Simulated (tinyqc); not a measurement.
Thickness from two neighbouring fringes.

Problem. At normal incidence a transparent film with an index between those of air and substrate, taken as constant, has reflectance minima at 2 n1 d = (m + 1/2) lam (small phase shifts at the substrate neglected). Find d and the order m of the shorter wavelength.

Inputs (values chosen for the exercise): index of the transparent film n1 = 1.453.

wavelengths of two neighbouring reflectance minima (nm): [468, 540]

Solution. Neighbouring orders differ by one: 2 n1 d (1/lam1 - 1/lam2) = 1.

d = 1208 nm
m = 7

Computed by the program tinyqc: `OMP_NUM_THREADS=1 python tinyqc.py 2870186 2870187 out.jsonl`, one thread of a shared Intel Xeon 2.30GHz, about 0.01 s for the whole run.
